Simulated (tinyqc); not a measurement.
Temperature and repopulation: deformation-potential model of the Delta valleys of a conduction band.

Valleys with axes along x, y and z, each a pair at +k and -k. Herring-Vogt shift of a valley with unit axis a: dE = Xd tr(e) + Xu a.e.a. Non-degenerate shares n_i = exp(-dE_i/kT)/sum_j exp(-dE_j/kT). Inverse mass tensor of a valley: (1 - a a)/mt + a a/ml; the masses are taken as independent of strain.

s11 = (C11 + C12)/((C11 - C12)(C11 + 2 C12)), s12 = -C12/((C11 - C12)(C11 + 2 C12)), s44 = 1/C44; exx = s11 sxx + s12 (syy + szz) and cyclic, exy = s44 sxy/2; tension is positive. A uniaxial stress X along the unit vector n is s_ij = X n_i n_j.

Constants: kB = 8.617333262e-05 eV/K.

Values chosen for the exercise (near those of Si; not measured data): ml = 0.9 m0 (longitudinal mass); mt = 0.195 m0 (transverse mass); Xd = 1.04 eV (dilation potential); Xu = 8.93 eV (uniaxial potential); C11 = 159.1 GPa; C12 = 63.9 GPa; C44 = 79.3 GPa; load = uniaxial [110] (kind of stress); X = 1.41 GPa (stress).

The load is fixed; m_c along [001] as 1/(u.M.u).

Results:
```
T (K)  kT (meV)    n x    n y    n z  m_c (m0)
50         4.31  0.000  0.000  1.000    0.9000
77         6.64  0.000  0.000  1.000    0.8997
150       12.93  0.006  0.006  0.988    0.8630
225       19.39  0.031  0.031  0.938    0.7353
300       25.85  0.067  0.067  0.866    0.6061
400       34.47  0.113  0.113  0.773    0.4943
500       43.09  0.151  0.151  0.699    0.4309
```

The largest share falls from 1.000 at 50 K to 0.699 at 500 K (equal shares: 0.333); m_c goes from 0.9000 to 0.4309, against 0.2639 without stress. Only spread/kT enters, so the small-stress response goes as 1/T.

tinyqc: `OMP_NUM_THREADS=1 python tinyqc.py 1081045 1081046 out.jsonl`; about 0.03 s, one thread, shared Intel(R) Xeon(R) Processor @ 2.30GHz.
